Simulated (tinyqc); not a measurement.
Two-step dopant diffusion (predeposition and drive-in) with a constant diffusivity: one step, computed by the program tinyqc.

Fick diffusion into a half space x > 0 whose background doping C_B is of the opposite type, so that a junction lies where C = C_B.

Problem. Sheet resistance. Net dose Q_net = Q erf(x_j/(2 sqrt((Dt)2))) - C_B x_j; R_s = 1/(e mu Q_net), with every dopant ionised and one mobility.

Inputs (values chosen for the exercise, modelled on arsenic in silicon): surface concentration C_s = 2e+19 1/cm^3; background doping C_B = 2e+15 1/cm^3; predeposition temperature T1 = 1000 C; drive-in temperature T2 = 1125 C; mean mobility in the layer mu = 160 cm^2/(V s).

dose Q = 4.511973e+13 1/cm^2

junction depth x_j = 0.3301849 um

drive-in budget (Dt)2 = 3.555358e-11 cm^2

Constants: e = 1.602176634e-19 C.

Give: net dose; sheet resistance R_s (Gaussian).

Solution.

net dose = 4.505e+13 1/cm^2

sheet resistance R_s (Gaussian) = 865.9 ohm/square

Caution: the drive-in budget is under fifteen times D1 t1, so the source is not thin and the Gaussian junction is too shallow. Caution: C_s exceeds the intrinsic carrier density of silicon at the predeposition temperature (2e18 to 1e19 per cm^3), where real diffusivities rise with concentration and profiles turn box-like.
